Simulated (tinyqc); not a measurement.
Three voltage laws: time-dependent dielectric breakdown: cell percolation, Weibull statistics, area scaling and voltage extrapolation. Computed by tinyqc, a small Python program. Command: `OMP_NUM_THREADS=1 python tinyqc.py 3001631 3001632 out.jsonl tddb walk`. One thread of a shared host (Intel(R) Xeon(R) Processor @ 2.30GHz), about 0.01 s of CPU time with the checks.

The oxide is divided into columns of area a^2, each holding m = t_ox/a cells (m is taken as continuous). A share lambda(t) = (t/t_1)^alpha of the cells is defective, and a column whose cells are all defective breaks down.

Inputs (values chosen for the exercise, for a model gate oxide):

| quantity | value | unit |
|---|---|---|
| oxide thickness t_ox | 2.1 | nm |
| defect cell size a | 1.1 | nm |
| exponent alpha of defect growth | 0.89 | - |
| time t_1 at which the occupied share would reach 1 | 800000 | s |
| test area A | 4 | um^2 |
| product area A_u | 500000 | um^2 |
| stress voltage V | 2.82 | V |
| use voltage V_u | 1.8 | V |
| local exponent n = -d ln t/d ln V at the stress voltage | 46 | - |
| activation energy E_a | 0.8 | eV |
| stress temperature T | 150 | C |
| use temperature T_u | 55 | C |
| allowed failure fraction F | 1e-05 | - |

Voltage law used: power.

Constants: k_B = 8.617333262e-05 eV/K.

Method:
- Failure fraction F = 1 - (1 - lambda^m)^N with N = A/a^2 columns, which for small lambda^m is 1 - exp(-(t/t63)^beta) with beta = alpha m and t63 = t_1 N^(-1/beta); critical share lambda(t63) = N^(-1/m). 1 um^2 = 1e6 nm^2.
- All three voltage laws share the slope n at the stress voltage. Factor t(V_u)/t(V): E law exp(n (1 - V_u/V)); 1/E law exp(n (V/V_u - 1)); power law (V/V_u)^n.
- Temperatures in kelvin are T(C) + 273.15.
- Temperature factor exp[(E_a/k_B)(1/T_u - 1/T)]; area factor (A/A_u)^(1/beta); percentile factor (-ln(1 - F))^(1/beta); life = t63 x all four; 1 year = 3.15576e7 s.
- Life = t63 x voltage, temperature, area and percentile factors, the last three as above.

projected life = 2.24834 years

voltage factor = 9.30944e+08

Log10 of the life in years:

| V_u/V | V_u (V) | E law | 1/E law | power law |
|---|---|---|---|---|
| 1.00 | 2.820 | -8.6171 | -8.617 | -8.6171 |
| 0.95 | 2.679 | -7.6182 | -7.566 | -7.5923 |
| 0.90 | 2.538 | -6.6193 | -6.397 | -6.5122 |
| 0.80 | 2.256 | -4.6216 | -3.623 | -4.1592 |
| 0.70 | 1.974 | -2.6238 | -0.055 | -1.4916 |
| 0.60 | 1.692 | -0.6260 | 4.701 | 1.5880 |
| 0.50 | 1.410 | 1.3717 | 11.360 | 5.2303 |
| 0.40 | 1.128 | 3.3695 | 21.349 | 9.6882 |

What follows from these numbers?

At V_u/V = 0.9 the laws differ by 0.22 decades at most, and at 0.5 by 10.0. The E law is the most cautious and the 1/E law the most hopeful. Ten years are reached at V_u/V = 0.519 (E), 0.675 (1/E), 0.618 (power). Caution: t_1 is an input here; in a real oxide it changes with thickness at fixed voltage. Caution: the rows at low voltage extrapolate over many decades and cannot be tested.
